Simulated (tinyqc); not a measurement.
The product rho l across metals: free and nearly free electrons in a metal.

Constants: hbar^2/2m0 = 3.80998211 eV angstrom^2; hbar = 6.58211957e-16 eV s.

Free electrons with m = 1; fcc cells hold 4 atoms and bcc cells 2; n = atoms z/a^3, kF = (3 pi^2 n)^(1/3), rho l = hbar kF/(n e^2), e = 1.602176634e-19 C. Inputs are chosen for the exercise.

Cases:

| case | lattice | a (angstrom) | z | rho (micro-ohm cm) |
|---|---|---|---|---|
| near Ag | fcc | 4.057 | 1 | 1.63 |
| near Na | bcc | 4.263 | 1 | 4.26 |
| near Cu | fcc | 3.587 | 1 | 1.79 |
| near Al | fcc | 4.073 | 3 | 2.64 |
| near K | bcc | 5.297 | 1 | 6.83 |
| near Li | bcc | 3.488 | 1 | 9.80 |

Rank the cases by rho l (1e-16 ohm m^2), lowest first.

Answer: near Al, near Cu, near Ag, near Li, near Na, near K.

Results:

| case | lattice | a (angstrom) | z | rho (micro-ohm cm) | kF (1/angstrom) | EF (eV) | l (nm) | rho l (1e-16 ohm m^2) |
|---|---|---|---|---|---|---|---|---|
| near Ag | fcc | 4.057 | 1 | 1.63 | 1.210 | 5.58 | 50.9 | 8.30 |
| near Na | bcc | 4.263 | 1 | 4.26 | 0.914 | 3.19 | 34.2 | 14.55 |
| near Cu | fcc | 3.587 | 1 | 1.79 | 1.369 | 7.14 | 36.3 | 6.49 |
| near Al | fcc | 4.073 | 3 | 2.64 | 1.739 | 11.52 | 15.2 | 4.02 |
| near K | bcc | 5.297 | 1 | 6.83 | 0.736 | 2.06 | 32.9 | 22.46 |
| near Li | bcc | 3.488 | 1 | 9.80 | 1.117 | 4.76 | 9.9 | 9.74 |

rho l falls as n^(-2/3): it is lowest for the case near Al and highest for near K. The lowest bulk rho belongs to near Ag; in very narrow wires, where rho l rules, the order changes. Real Fermi surfaces depart from spheres, most for the polyvalent and noble metals.

Computed by tinyqc, a small Python program: `OMP_NUM_THREADS=1 python tinyqc.py 1652608 1652609 out.jsonl` (the numbers bound the seed that draws the inputs); one thread of a shared host (Intel(R) Xeon(R) Processor @ 2.30GHz), about 0.01 s for the whole set of steps.
